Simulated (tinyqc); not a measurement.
Comparisons within one model: propagation of a band-gap error through k.p and effective-mass formulas. A value that a table varies takes the place of the one given here.

Chain, for a gap E (the reference Eg or another value), with Ep and Dso kept: 1/me = 1 + Ep (E + 2 Dso/3)/(E (E + Dso)); g* = 2 - 2 Ep Dso/(3 E (E + Dso)); g1(E) = g1 + (Ep/3)(1/E - 1/Eg), g2(E) = g2 + (Ep/6)(1/E - 1/Eg), light hole 1/(g1 + 2 g2), heavy hole 1/(g1 - 2 g2) along [100]; optical constant ei(E) = 1 + (ei - 1)(EP/(EP + E - Eg))^2, static e0(E) = ei(E) + e0 - ei.

Donor: R = Ry me/e0^2, a_B = a0 e0/me, Mott density (0.26/a_B)^3. Nc, Nv = 2 (m kT/(4 pi c))^(3/2), c = hbar^2/2m0, ni = sqrt(Nc Nv) exp(-E/2kT). Exciton: Ry mu/e0^2 with 1/mu = 1/me + g1(E). 1 angstrom^-3 = 1e24 cm^-3.

Constants: Ry = 13.60569312 eV; a0 (Bohr radius) = 0.5291772105 angstrom; kB = 8.617333262e-05 eV/K; hbar^2/2m0 = 3.80998211 eV angstrom^2.

Inputs chosen for the exercise (reference values near those of CdTe, gap at low temperature; shifted at random, so the results belong to these values and not to a real crystal): Eg = 1.587 eV (gap at Gamma to the s-like level); Dso = 0.912 eV (spin-orbit splitting); Ep = 18.8 eV (Kane energy); g1 = 5.3 (Luttinger gamma1); g2 = 1.7 (gamma2); e0 = 10.09 (static dielectric constant); ei = 7.29 (optical dielectric constant); EP = 5.5 eV (mean (Penn) gap); mh = 0.53 m0 (density-of-states mass of the holes); T = 400 K (temperature); Eg2 = 0.492 eV (a wrong gap, of the size a semi-local functional can give).

## The size of the error

E = f Eg; ratios against f = 1.

Results:

| f | E (eV) | me ratio | light-hole ratio | e0 ratio | donor ratio | Mott ratio | g* | log10 ni ratio |
|---|---|---|---|---|---|---|---|---|
| 0.25 | 0.397 | 0.305 | 0.269 | 1.392 | 0.157 | 0.0105 | -20.013 | 7.11 |
| 0.40 | 0.635 | 0.460 | 0.423 | 1.288 | 0.277 | 0.0455 | -9.641 | 5.75 |
| 0.60 | 0.952 | 0.651 | 0.623 | 1.173 | 0.473 | 0.171 | -4.439 | 3.86 |
| 0.80 | 1.270 | 0.830 | 0.815 | 1.079 | 0.713 | 0.455 | -2.127 | 1.94 |
| 1.00 | 1.587 | 1.000 | 1.000 | 1.000 | 1.000 | 1.00 | -0.882 | 0.00 |
| 1.20 | 1.904 | 1.163 | 1.178 | 0.934 | 1.334 | 1.93 | -0.131 | -1.95 |
| 1.50 | 2.381 | 1.396 | 1.434 | 0.853 | 1.920 | 4.39 | 0.542 | -4.89 |
| 2.00 | 3.174 | 1.759 | 1.831 | 0.752 | 3.111 | 12.8 | 1.119 | -9.81 |

What does this show, and why?

Between f = 0.8 and 1.2 the mean powers d ln(ratio)/d ln f are 0.83 for me, 0.91 for the light hole, -0.36 for e0, 1.54 for the donor energy and 3.56 for the Mott density; ni moves by -0.61 decades per 0.1 eV, against -0.1 eV/(2 kT ln 10) = -0.63 from the exponential alone, the rest coming from Nc through me^(3/4). g* changes sign between f = 1.20 and 1.50; the place of this zero hangs on remote bands, which are left out.

## What each input does

All at E = Eg2. Each row changes one parameter from the base and keeps the others.

Results:

| case | me (m0) | light hole (m0) | e0 | donor (meV) | exciton (meV) | log10 ni |
|---|---|---|---|---|---|---|
| base | 0.0323 | 0.0381 | 13.61 | 2.376 | 1.632 | 15.163 |
| Eg2 = 0.531 eV | 0.0345 | 0.0410 | 13.43 | 2.604 | 1.791 | 14.939 |
| Dso = 0.839 eV | 0.0321 | 0.0381 | 13.61 | 2.357 | 1.623 | 15.160 |
| Ep = 20.304 eV | 0.0300 | 0.0361 | 13.61 | 2.205 | 1.527 | 15.139 |
| g1 = 4.876 | 0.0323 | 0.0387 | 13.61 | 2.376 | 1.648 | 15.163 |
| EP = 5.94 eV | 0.0323 | 0.0381 | 13.25 | 2.503 | 1.720 | 15.163 |
| ei = 6.707 | 0.0323 | 0.0381 | 13.28 | 2.494 | 1.713 | 15.163 |
| mh = 0.572 m0 | 0.0323 | 0.0381 | 13.61 | 2.376 | 1.632 | 15.188 |
| T = 432 K | 0.0323 | 0.0381 | 13.61 | 2.376 | 1.632 | 15.443 |

What can be read from the table?

The largest shifts from the base row, up to three for each result and ties (the steps differ in size, so this ranks the rows, not the parameters). me (m0): Ep -0.0023, Eg2 +0.0022, Dso -0.0003; unchanged at the printed digits by g1, EP, ei, mh and T. light hole (m0): Eg2 +0.0029, Ep -0.0019, g1 +0.0006; unchanged at the printed digits by Dso, EP, ei, mh and T. e0: EP -0.35, ei -0.33, Eg2 -0.17; unchanged at the printed digits by Dso, Ep, g1, mh and T. donor (meV): Eg2 +0.229, Ep -0.171, EP +0.128; unchanged at the printed digits by g1, mh and T. exciton (meV): Eg2 +0.158, Ep -0.105, EP +0.088; unchanged at the printed digits by mh and T. log10 ni: T +0.280, Eg2 -0.224, mh +0.025; unchanged at the printed digits by g1, EP and ei.

Computed by tinyqc, a small Python program: `OMP_NUM_THREADS=1 python tinyqc.py 1851057 1851058 out.jsonl` (the numbers bound the seed that draws the inputs); one thread of a shared host (Intel(R) Xeon(R) Processor @ 2.30GHz), about 0.01 s for the whole set of steps.
